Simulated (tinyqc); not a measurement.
What each parameter does: delta-doped layer in the Thomas-Fermi potential.

All donors ionised in the plane z = 0, zero temperature, energies from the Fermi level EF of the Thomas-Fermi model, which lies at the bulk band edge; c = hbar^2/2m0, q = e^2/(4 pi eps0). gv = 4 equivalent valleys, m_d = sqrt(m3^3/mz) in the plane. With n = (gv/3 pi^2)(m3 (-V)/c)^(3/2) and V'' = -(4 pi q/eps) n for z > 0, the solution is V = -b/(|z| + z0)^4 with sqrt(b) = 20/K, K = (4 pi q/eps)(gv/3 pi^2)(m3/c)^(3/2), and z0^5 = 4b/(e F0), e F0 = 2 pi q N/eps; 1e13/cm^2 = 1e-3/angstrom^2. Exchange and correlation are left out.

Subbands solve -(c/m_z) psi'' + V psi = E psi on 1280 points of spacing z0/80; up to ten levels for each group, kept if bound with an rms width below 2.5 z0.

Constants: hbar^2/2m0 = 3.80998211 eV angstrom^2; e^2/(4 pi eps0) = 14.39964547 eV angstrom.

Inputs chosen for the exercise (near those of a delta-doped layer in Ge; the results hold for these values, not for the real material): m3 = 0.225 m0 (density-of-states mass of a valley); mz = 0.124 m0 (mass along z); eps = 15.9 (dielectric constant); N = 1.3 x 1e13/cm^2 (donor sheet density).

z0, depth, lowest level and its rms width.

Results for these values:
```
case  z0 (angstrom)  depth (eV)  lowest (eV)  rms z (angstrom)
base          53.65      0.0992      -0.0282             28.09
```

What happens to each result for mz = 0.105 m0, all else kept?

Answer: z0 does not change at the printed digits; depth does not change at the printed digits; lowest rises from -0.0282 to -0.0263; rms z rises from 28.09 to 31.06.

The same for each parameter in turn:
```
case                  z0 (angstrom)  depth (eV)  lowest (eV)  rms z (angstrom)
base                          53.65      0.0992      -0.0282             28.09
N = 2.08 x 1e13/cm^2          48.83      0.1445      -0.0443             22.90
eps = 14.3                    50.34      0.1035      -0.0284             27.74
m3 = 0.259 m0                 49.30      0.0912      -0.0232             30.12
mz = 0.105 m0                 53.65      0.0992      -0.0263             31.06
```

Program tinyqc; command `OMP_NUM_THREADS=1 python tinyqc.py 1280289 1280290 out.jsonl`; about 0.05 s on one thread of a shared Intel(R) Xeon(R) Processor @ 2.30GHz.
